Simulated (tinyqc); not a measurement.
Surface potential of a MOS transistor: implicit equation and explicit approximations: one step of the calculation.

p-type body, charge-sheet picture, depletion and inversion only, full ionisation (an idealisation for deep acceptors), Boltzmann statistics (rough once Na exp(x - xn) passes about Nc/7). In units of Vt: xg = (Vg - Vfb)/Vt, x = psi/Vt, G = gamma/sqrt(Vt), xn = (2 phiF + Vc)/Vt. The implicit equation is (xg - x)^2 = G^2 [x - 1 + exp(x - xn)] for x above about 3. Cox = eps0 eox/tox.

Problem. Scales. ni = sqrt(Nc Nv) exp(-Eg/(2 Vt)), Eg in volts; phiF = Vt ln(Na/ni); gamma = sqrt(2 q eps0 eps_r Na)/Cox; VT = Vfb + Vt (xn + G sqrt(xn - 1)).

Inputs (values chosen for the exercise); band and dielectric values close to those of silicon:
- T = 350 K (temperature)
- Eg = 1.11 eV (band gap)
- eps_r = 11.8 (relative permittivity)
- Nc = 3.47e19 cm^-3 (conduction-band density of states at T)
- Nv = 3.34e19 cm^-3 (valence-band density of states at T)
- eox = 3.9 (relative permittivity of the gate insulator (close to silicon dioxide))
- tox = 6.1 nm (insulator thickness)
- Na = 2.7e17 cm^-3 (acceptor density)
- Vfb = -0.66 V (flat-band voltage)
- Vc = 0 V (channel-body voltage)
- Vg = 0.45 V (gate-body voltage)

Constants: q = 1.602176634e-19 C, kB = 1.380649e-23 J/K, Vt = kB T/q, eps0 = 8.8541878128e-14 F/cm where lengths are in cm. Results are converted to the units shown.

Give: phiF; gamma; G; xn; VT; xg.

Solution.

phiF = 0.40911 V
gamma = 0.53111 V^0.5
G = 3.0582
xn = 27.129
VT = 0.62971 V
xg = 36.803

Numbers from tinyqc (`OMP_NUM_THREADS=1 python tinyqc.py 2122067 2122068 out.jsonl`; about 0.01 s on one thread of a shared Intel Xeon 2.30GHz).
